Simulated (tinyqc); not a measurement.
The weight eta from points of equal mobility.

Problem. If the mobility depends on E = q (Ndep + eta Ns)/(eps0 eps_r) alone, two points of equal mobility on its falling branch have equal E. Find eta and E.

Inputs (values chosen for the exercise): relative permittivity of the semiconductor eps_r = 11.7.

Constants: q = 1.602176634e-19 C, eps0 = 8.8541878128e-14 F/cm where lengths are in cm. Results are converted to the units shown.

Ndep at two body biases (cm^-2): [3.7022999e12, 5.9198192e12]
Ns at which the mobility is the same (cm^-2): [1.9e13, 1.1608269e13]

Answer. eta is the ratio of the differences of Ndep and Ns.

eta = 0.300
E = 1.45 MV/cm

Computed by the program tinyqc: `OMP_NUM_THREADS=1 python tinyqc.py 2510174 2510175 out.jsonl`, one thread of a shared Intel Xeon 2.30GHz, about 0.01 s for the whole run.
